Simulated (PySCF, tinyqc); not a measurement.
Worked calculation: CID on RHF in the sto-3g basis, for H3+, spin multiplicity 1. The lowest restricted solution is unstable here: a spin-polarised one lies 0.0377 hartree lower (PySCF). Computed by tinyqc, a small Python program that keeps every step (integrals from PySCF). Settings: charge = 1, multiplicity = 1, basis = sto-3g, method = RHF, energy threshold = 1e-10, iteration cap = 52, orthogonalisation = canonical, start = core, DIIS depth = 6, ci = CID, davidson = 1. Command: `OMP_NUM_THREADS=1 python tinyqc.py 24889 24890 out.jsonl` (the two numbers bound the seeds that draw the settings). One thread of a shared host (Intel(R) Xeon(R) Processor @ 2.60GHz), about 0.1 s of CPU time with the checks. The early iterations of the SCF are left out here.

## One-electron integrals

Geometry (angstrom):
```
atom        x        y         z
H     0.00000  0.00000   0.00000
H     0.00000  0.00000   1.50300
H     0.00000  0.00000  -1.50300
```

Basis sto-3g: exponents (1/bohr^2) and contraction coefficients of normalised primitives:
```
element  l (shell)  exponent  coefficient
H            s (1)   3.42525      0.15433
H            s (1)   0.62391      0.53533
H            s (1)   0.16886      0.44463
```

Overlap, kinetic and nuclear-attraction integrals over the contracted functions; the nuclear repulsion is the sum of Za Zb / Rab.

nuclear repulsion = 0.8802016 hartree

overlap S, order 1H 1s, 2H 1s, 3H 1s:
$$\begin{pmatrix}
1.00000 & 0.25569 & 0.25569 \\
0.25569 & 1.00000 & 0.01803 \\
0.25569 & 0.01803 & 1.00000
\end{pmatrix}$$

kinetic energy T (hartree), order 1H 1s, 2H 1s, 3H 1s:
$$\begin{pmatrix}
0.76003 & 0.00939 & 0.00939 \\
0.00939 & 0.76003 & -0.00658 \\
0.00939 & -0.00658 & 0.76003
\end{pmatrix}$$

nuclear attraction V (hartree), order 1H 1s, 2H 1s, 3H 1s:
$$\begin{pmatrix}
-1.92796 & -0.39264 & -0.39264 \\
-0.39264 & -1.75333 & -0.02544 \\
-0.39264 & -0.02544 & -1.75333
\end{pmatrix}$$

core Hamiltonian H = T + V (hartree), order 1H 1s, 2H 1s, 3H 1s:
$$\begin{pmatrix}
-1.16793 & -0.38326 & -0.38326 \\
-0.38326 & -0.99330 & -0.03202 \\
-0.38326 & -0.03202 & -0.99330
\end{pmatrix}$$

## Two-electron integrals

Functions are numbered as in S; the eight-fold symmetry (ij|kl) = (ji|kl) = (kl|ij) leaves the list below.

Two-electron integrals (ij|kl) in chemists' order, unique and non-zero (hartree):
```
(11|11) 0.77461   (21|11) 0.13698   (21|21) 0.03708   (22|11) 0.34518
(22|21) 0.13698   (22|22) 0.77461   (31|11) 0.13698   (31|21) 0.02319
(31|22) 0.06116   (31|31) 0.03708   (32|11) 0.00983   (32|21) 0.00211
(32|22) 0.00645   (32|31) 0.00211   (32|32) 0.00015   (33|11) 0.34518
(33|21) 0.06116   (33|22) 0.17603   (33|31) 0.13698   (33|32) 0.00645
(33|33) 0.77461
```

## Orthogonalisation

S = U s U^T; canonical form X = U s^(-1/2), so that X^T S X = 1. Each column of U has its largest component positive (the first on a tie).

eigenvalues of S: [0.64731, 0.98197, 1.37072]

X, order 1H 1s, 2H 1s, 3H 1s:
$$\begin{pmatrix}
0.88976 & 0.00000 & 0.59639 \\
-0.61367 & 0.71357 & 0.43236 \\
-0.61367 & -0.71357 & 0.43236
\end{pmatrix}$$

## Iteration 8 (converged): orbitals

converged F (hartree), order 1H 1s, 2H 1s, 3H 1s:
$$\begin{pmatrix}
-0.50532 & -0.34084 & -0.34084 \\
-0.34084 & -0.41332 & -0.09035 \\
-0.34084 & -0.09035 & -0.41332
\end{pmatrix}$$

Diagonalise F' = X^T F X, C = X C', fill 1 alpha and 1 beta electrons from the bottom; D = 2 C_occ C_occ^T. Each column has its largest component positive (the first on a tie).

F' = X^T F X (hartree):
$$\begin{pmatrix}
-0.03498 & 0.00000 & -0.01363 \\
0.00000 & -0.32890 & 0.00000 \\
-0.01363 & 0.00000 & -0.71958
\end{pmatrix}$$

orbital energies (hartree): MO1 -0.71985, MO2 -0.32890, MO3 -0.03471

coefficients C, order 1H 1s, 2H 1s, 3H 1s:
$$\begin{pmatrix}
0.61398 & 0.00000 & 0.87772 \\
0.42006 & 0.71357 & -0.62215 \\
0.42006 & -0.71357 & -0.62215
\end{pmatrix}$$

D after iteration 8, order 1H 1s, 2H 1s, 3H 1s:
$$\begin{pmatrix}
0.75394 & 0.51581 & 0.51581 \\
0.51581 & 0.35289 & 0.35289 \\
0.51581 & 0.35289 & 0.35289
\end{pmatrix}$$

## Convergence

Stop when the energy changes by less than 1e-10 hartree and every element of the error matrix X^T (F D S - S D F) X is below 3e-06.

Course of the cycle:
```
iteration  E (hartree)     change  largest element of the error matrix
1           -0.9711357          -                             2.78e-01
2           -1.0370799  -6.59e-02                             8.24e-03
3           -1.0371307  -5.08e-05                             2.02e-05
4           -1.0371307  -2.34e-10                             9.78e-06
5           -1.0371307  -4.05e-11                             6.45e-06
6           -1.0371307  -1.38e-11                             4.81e-06
7           -1.0371307  -6.31e-12                             3.83e-06
8           -1.0371307  -1.10e-11                             2.74e-10
```

PySCF RHF in the same basis = -1.0371307 hartree

Converged in 8 iterations.

## Integrals over molecular orbitals

(pq|rs) = sum C_ip C_jq C_kr C_ls (ij|kl), one index at a time.

one-electron integrals over orbitals h = C^T H C (hartree):
$$\begin{pmatrix}
-1.19748 & 0.00000 & -0.08330 \\
0.00000 & -0.97892 & 0.00000 \\
-0.08330 & 0.00000 & -0.85636
\end{pmatrix}$$

Two-electron integrals over orbitals (pq|rs), unique and non-zero (hartree):
```
(11|11) 0.47763    (21|21) 0.15271    (22|11) 0.40137    (22|22) 0.47971
(31|11) 0.08330    (31|22) -0.07150   (31|31) 0.15729    (32|21) -0.15271
(32|32) 0.16252    (33|11) 0.48947    (33|22) 0.42202    (33|31) 0.08027
(33|33) 0.51649
```

## CID: determinants and Hamiltonian

Hartree-Fock energy = -1.0371307 hartree

Slater-Condon rules over spin orbitals, with the nuclear repulsion added and E(HF) subtracted on the diagonal. Only determinants linked to the reference directly or through others are kept (one block of an abelian symmetry group), so some states are absent.

Occupation strings over the orbitals (2 doubly, a alpha, b beta, 0 empty; spin orbitals ordered 1a 1b 2a 2b ...): 200 020 002

H - E(HF) between determinants (hartree), order 200, 020, 002:
$$\begin{pmatrix}
0.00000 & 0.15271 & 0.15729 \\
0.15271 & 0.43920 & 0.16252 \\
0.15729 & 0.16252 & 0.72110
\end{pmatrix}$$

## CID: roots

Diagonalise (each vector has its largest component positive (the first on a tie)); all determinants have Ms = 0, so triplets appear too. The lowest singlet root is the correlation energy.

lowest roots of this matrix, relative to E(HF) (hartree): [-0.06240, 0.37636, 0.84634]

lowest vectors, order 200, 020, 002:
$$\begin{pmatrix}
0.95887 & 0.15175 & 0.23989 \\
-0.24611 & 0.86555 & 0.43618 \\
-0.14145 & -0.47727 & 0.86730
\end{pmatrix}$$

<S^2> of these roots: [0.00000, 0.00000, 0.00000]

weight of the ground state by excitation level 0, 1, 2, ...: [0.91942, 0.00000, 0.08058]
